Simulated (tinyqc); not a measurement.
Solid against vapour: precursor delivery by bubblers, mass-transport growth and the solid composition of a III-V alloy. Computed by tinyqc, a small Python program. Command: `OMP_NUM_THREADS=1 python tinyqc.py 3016786 3016787 out.jsonl movpe_thermo walk`. One thread of a shared host (Intel(R) Xeon(R) Processor @ 2.30GHz), about 0.02 s of CPU time with the checks.

1 sccm = 44.615 micromol/min; 1 torr = 133.322 Pa. The sources decompose fully at the surface.

Inputs (values chosen for the exercise, modelled on trimethylgallium (source 1) and trimethylindium (source 2) for the vapour pressures): growth temperature T = 860 K; interaction L0 of the solid = 3.89 kJ/mol; exchange energy dG_x of AC + (1/2) D2 -> AD + (1/2) C2 = -1.3 kJ/mol.

Alloy: mixing on the group-V sites.

Constants: R = 8.314462618 J/(mol K).

Method. At high V/III the group-V pressures at the surface equal those supplied, as dimers: p_D2/p_C2 = x_v/(1 - x_v). Equilibrium of the solid AC(1-x)D(x), A standing for the mix of both group-III metals: ln[x/(1 - x)] + L0 (1 - 2x)/(R T) = -dG_x/(R T) + (1/2) ln[x_v/(1 - x_v)].

Composition:
```
x_v         x  x for L0 = 0   x/x_v
0.02  0.09979       0.14628  4.9896
0.05  0.15967       0.21578  3.1933
0.10  0.22950       0.28561  2.2950
0.25  0.37731       0.40915  1.5092
0.50  0.56199       0.54533  1.1240
0.75  0.72666       0.67505  0.9689
0.90  0.83876       0.78252  0.9320
0.95  0.88864       0.83943  0.9354
0.98  0.93062       0.89357  0.9496
```

dG_x = -1.3 kJ/mol favours AD: at x_v = 1/2 the ideal solid has x = 0.545. The positive L0 pushes x away from 1/2, to 0.562, and steepens the curve near x = 1/2; at L0 = 2 R T = 14.3 kJ/mol the slope would diverge.
